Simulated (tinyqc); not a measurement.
Three-band tight binding of a dichalcogenide monolayer: one step. Levels and weights. Three cases, with inputs chosen for the exercise.

Question. Diagonalise H.

Give: levels; weights.

Case 1.

H (eV), rows z2, xy, x2-y2 and columns alike:
```
[[1.456228, -1.129951-0.113963i, -0.368471-0.476306i],
 [-1.129951+0.113963i, 1.723681, -0.260846-1.091157i],
 [-0.368471+0.476306i, -0.260846+1.091157i, 1.893802]]
```

Answer.

levels (eV): [-0.2178, 2.1700, 3.1216]

weights, rows z2, xy, x2-y2; columns band 1, band 2, band 3:
```
[[0.356, 0.500, 0.144],
 [0.398, 0.073, 0.529],
 [0.246, 0.427, 0.327]]
```

Case 2.

H (eV), rows z2, xy, x2-y2 and columns alike:
```
[[0.573389, -0.681373+0.569087i, 0.383183+0.976092i],
 [-0.681373-0.569087i, 2.420120, -0.065075+0.268712i],
 [0.383183-0.976092i, -0.065075-0.268712i, 2.346928]]
```

Answer.

levels (eV): [-0.2336, 2.6595, 2.9146]

weights, rows z2, xy, x2-y2; columns band 1, band 2, band 3:
```
[[0.743, 0.002, 0.254],
 [0.108, 0.606, 0.286],
 [0.149, 0.391, 0.460]]
```

Case 3.

H (eV), rows z2, xy, x2-y2 and columns alike:
```
[[1.241106, -1.531617+0.347541i, -0.777329+0.307704i],
 [-1.531617-0.347541i, 1.719723, -0.144523+0.213419i],
 [-0.777329-0.307704i, -0.144523-0.213419i, 1.866421]]
```

Answer.

levels (eV): [-0.3718, 1.9703, 3.2288]

weights, rows z2, xy, x2-y2; columns band 1, band 2, band 3:
```
[[0.547, 0.014, 0.439],
 [0.345, 0.211, 0.443],
 [0.108, 0.775, 0.118]]
```

Computed by tinyqc, one run a case: `OMP_NUM_THREADS=1 python tinyqc.py N N+1 out.jsonl` with N = 1451110, 1451258, 1452638; one thread of a shared Intel(R) Xeon(R) Processor @ 2.30GHz, about 0.03 s a run at most.
